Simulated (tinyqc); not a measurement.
# MOS structure on a p-type body, non-linear Poisson equation by Newton steps: two studies

One dimension, insulator interface at x = 0, acceptor density Na, uniform, net doping C = -(acceptor density). psi is counted from the intrinsic level: n = ni exp((psi - Vb)/Vt), p = ni exp(-psi/Vt); deep in the body psi_b = -Vt ln(Na/ni). The gate acts through Cox = eps0 eox/tox and has the potential psi_G = Vg - (phiM - chi - Vt ln(Nc/ni)). Boltzmann statistics, full ionisation, classical densities, no oxide or interface charge.

Values chosen for this exercise; band and dielectric values close to those of silicon: temperature T = 250 K; band gap Eg = 1.13 eV; relative permittivity eps_r = 11.5; conduction-band density of states at T Nc = 2.11e19 cm^-3; valence-band density of states at T Nv = 1.99e19 cm^-3; electron affinity chi = 4.07 eV; acceptor density deep in the body Na = 1.9e17 cm^-3; relative permittivity of the gate insulator (close to silicon dioxide) eox = 3.9; insulator thickness tox = 5.9 nm; gate work function phiM = 4.39 eV; electron quasi-Fermi potential against the body Vb = 0 V.

Constants: q = 1.602176634e-19 C, kB = 1.380649e-23 J/K, Vt = kB T/q, eps0 = 8.8541878128e-14 F/cm where lengths are in cm. Results are converted to the units shown.

Each table varies one quantity; the others keep the values above.

## Charge and capacitance against gate voltage

ni = sqrt(Nc Nv) exp(-Eg/(2 Vt)), Eg in volts. The Poisson equation d/dx(eps0 eps_r dpsi/dx) = -q (p - n + C), with eps0 eps_r dpsi/dx = -Cox (psi_G - psi_0) at x = 0, is solved on a mesh of about 600 nodes or more. N_inv is the integral of n less its value deep in the body. C_LF = Cox (1 - dpsi_0/dVg) with all carriers following; C_HF is the same with the electron quasi-Fermi level shifting uniformly so that N_inv stays fixed. The centroid is that of the same excess.

Charge and capacitance against gate voltage:
```
Vg (V)  psi_0 - psi_b (V)  N_inv (cm^-2)  C_LF/Cox  C_HF/Cox  centroid (nm)
0.34                0.700         5.04e5     0.205     0.205           1.11
0.43                0.771         1.35e7     0.197     0.197           1.05
0.52                0.844         3.72e8     0.193     0.190          0.999
0.62                0.922        1.35e10     0.281     0.183          0.950
0.71                0.972        1.24e11     0.630     0.179          0.907
0.81                0.997        3.77e11     0.817     0.178          0.862
0.9                  1.01        6.49e11     0.877     0.177          0.824
0.99                 1.02        9.38e11     0.907     0.177          0.789
1.09                 1.03        1.27e12     0.926     0.177          0.755
1.18                 1.03        1.57e12     0.937     0.177          0.727
1.27                 1.04        1.88e12     0.946     0.177          0.701
```

What does the comparison show?

N_inv goes from 5.04e5 to 1.88e12 cm^-2 and passes 2e11 cm^-2 at Vg = 0.744 V. Below threshold it takes 62.5 mV a decade between Vg = 0.43 and 0.52 V, against Vt ln 10 = 49.6 mV. C_LF/Cox is lowest, 0.193, at Vg = 0.52 V among the rows listed and ends at 0.946, while C_HF/Cox ends at 0.177. Between the last two rows q dN_inv/dVg is 0.936 Cox. Where the classical centroid is under about 2 nm, confinement would move the charge away from the interface and raise the threshold.

## Effect of the acceptor density deep in the body on threshold, swing and body effect

VT is the Vg at which N_inv = 2e11 cm^-2. m = 1/(dpsi_0/dVg) at N_inv = 1e8 cm^-2; the swing is the Vg between N_inv = 1e8 and 1e9 cm^-2; body coefficient [VT(Vb + 0.05 V) - VT(Vb)]/0.05 V - 1.

Effect of the acceptor density deep in the body on threshold, swing and body effect:
```
Na (cm^-3)  VT (V)  psi_0 - psi_b at VT (V)  m - 1  swing (mV/decade)  body coefficient
4.8e16       0.518                    0.939  0.125               56.7             0.122
7e16         0.565                    0.951  0.149               57.9             0.145
1e17         0.619                    0.962  0.177               59.3             0.170
1.5e17       0.693                    0.975  0.214               61.1             0.204
2.2e17       0.778                    0.987  0.257               63.2             0.244
3.2e17       0.878                    0.999  0.308               65.7             0.290
4.8e17        1.01                     1.01  0.374               69.0             0.350
```

As Na goes from 4.8e16 to 4.8e17, VT rises from 0.518 to 1.01 V, the swing rises from 56.7 to 69.0 mV/decade and the body coefficient rises from 0.122 to 0.350. The swing stays within 1.6 % of m Vt ln 10, and the body coefficient within 0.024 of m - 1.

Computed by the program tinyqc: `OMP_NUM_THREADS=1 python tinyqc.py 2080138 2080139 out.jsonl`, one thread of a shared Intel Xeon 2.30GHz, about 0.5 s for the whole run.
